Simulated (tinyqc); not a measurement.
Lifetime against injection: carrier lifetime from Shockley-Read-Hall, radiative, Auger and surface recombination. Computed by tinyqc, a small Python program. Command: `OMP_NUM_THREADS=1 python tinyqc.py 3013383 3013384 out.jsonl lifetime walk`. One thread of a shared host (Intel(R) Xeon(R) Processor @ 2.30GHz), about 0.02 s of CPU time with the checks.

Energies are counted from the top of the valence band. Boltzmann statistics, full ionisation, and equal excess densities of electrons and holes.

Inputs (values chosen for the exercise, with bands modelled on GaSb):

| quantity | value | unit |
|---|---|---|
| gap E_g | 0.73 | eV |
| electron mass m_e | 0.0402 | m_0 |
| valleys M_c | 1 | - |
| hole mass m_h | 0.392 | m_0 |
| temperature T | 300 | K |
| doping N | 5.2e+14 | cm^-3 |
| trap level E_t | 0.26 | eV |
| trap density N_t | 1.4e+12 | cm^-3 |
| electron cross-section sigma_n | 2.5e-17 | cm^2 |
| hole cross-section sigma_p | 3.6e-16 | cm^2 |
| radiative coefficient B | 1e-10 | cm^3/s |
| Auger coefficient C_n | 3.1e-31 | cm^6/s |
| Auger coefficient C_p | 8.1e-32 | cm^6/s |
| diffusion coefficient D | 6.4 | cm^2/s |
| surface velocity S | 36000 | cm/s |
| thickness W | 11 | micrometre |

Doping: n-type. Surface term: two equal surfaces.

Constants: m_0 = 9.1093837015e-31 kg; k_B = 1.380649e-23 J/K; h = 6.62607015e-34 J s; k_B = 8.617333262e-05 eV/K.

Method:
- N_c = 2 M_c (2 pi m_e k_B T/h^2)^(3/2) and N_v = 2 (2 pi m_h k_B T/h^2)^(3/2), masses in units of m_0.
- n_i = sqrt(N_c N_v) exp(-E_g/2 k_B T); majority density N/2 + sqrt(N^2/4 + n_i^2), minority density n_i^2 over it.
- v = sqrt(3 k_B T/m) with m_e or m_h; tau_n0 = 1/(sigma_n v_n N_t), tau_p0 = 1/(sigma_p v_p N_t); n1 = N_c exp(-(E_g - E_t)/k_B T), p1 = N_v exp(-E_t/k_B T).
- The slowest diffusion mode has x tan x = S W/(2 D) with 0 < x < pi/2 (bisection), and tau_s = W^2/(4 x^2 D). The common approximation is W/(2 S) + W^2/(pi^2 D).
- With n = n_0 + dn, p = p_0 + dn and U/dn = 1/tau: (n p - n_i^2)/dn = n_0 + p_0 + dn = s; 1/tau_SRH = s/[tau_p0 (n + n1) + tau_n0 (p + p1)]; 1/tau_rad = B s; 1/tau_Aug = (C_n n + C_p p) s; the rates add, with 1/tau_s.
- Rows stop below half the smaller effective density of states.

N_c = 2.02261e+17 cm^-3

N_v = 6.15887e+18 cm^-3

n_0 = 5.20001e+14 cm^-3

p_0 = 1.30601e+09 cm^-3

tau_p0 = 1.06364e-04 s

n1 = 2.57193e+09 cm^-3

tau_n0 = 4.90486e-04 s

p1 = 2.64054e+14 cm^-3

tau_s = 3.27899e-08 s

Lifetimes (s):

| dn (cm^-3) | SRH | radiative | Auger | effective | radiative efficiency | fastest channel |
|---|---|---|---|---|---|---|
| 1.00e+10 | 3.5544e-04 | 1.9230e-05 | 1.1929e+01 | 3.2731e-08 | 0.00170 | surface |
| 1.00e+11 | 3.5548e-04 | 1.9227e-05 | 1.1924e+01 | 3.2731e-08 | 0.00170 | surface |
| 1.00e+12 | 3.5589e-04 | 1.9194e-05 | 1.1878e+01 | 3.2731e-08 | 0.00171 | surface |
| 1.00e+13 | 3.5999e-04 | 1.8868e-05 | 1.1427e+01 | 3.2730e-08 | 0.00173 | surface |
| 1.00e+14 | 3.9437e-04 | 1.6129e-05 | 8.0524e+00 | 3.2721e-08 | 0.00203 | surface |
| 1.00e+15 | 5.1426e-04 | 6.5789e-06 | 1.1914e+00 | 3.2625e-08 | 0.00496 | surface |
| 1.00e+16 | 5.8492e-04 | 9.5057e-07 | 2.3349e-02 | 3.1695e-08 | 0.03334 | surface |
| 1.00e+17 | 5.9560e-04 | 9.9483e-08 | 2.5339e-04 | 2.4658e-08 | 0.24786 | surface |

What does the comparison show, and why?

tau_SRH goes from 3.55e-4 s at low injection (3.34 times the minority capture time) to 5.96e-4 s in the last row; at high injection it tends to tau_n0 + tau_p0 = 5.97e-4 s. Ruling channel by row: surface from 1e10 cm^-3.

Extremes, crossings and ranges named in words are read from the listed rows.
